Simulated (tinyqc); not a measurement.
## Polarisation charge from two barrier thicknesses

Question. Voff = phiB - dEc - q sigma d/(eps0 eb). Find sigma, phiB - dEc and the thickness at which Voff = 0.

Constants: q = 1.602176634e-19 C, eps0 = 8.8541878128e-14 F/cm where lengths are in cm. Results are converted to the units shown.

Voff at d = 14 and 34 nm (V): [-4.9190275, -13.002638]
eb = 9.2115000

Answer. Voff is a straight line in d: its slope is -q sigma/(eps0 eb) and its intercept phiB - dEc.

sigma = 2.058e13 cm^-2
phiB - dEc = 0.7395 V
thickness for Voff = 0 = 1.830 nm

Numbers from tinyqc (`OMP_NUM_THREADS=1 python tinyqc.py 2180047 2180048 out.jsonl`; about 0.01 s on one thread of a shared Intel Xeon 2.30GHz).
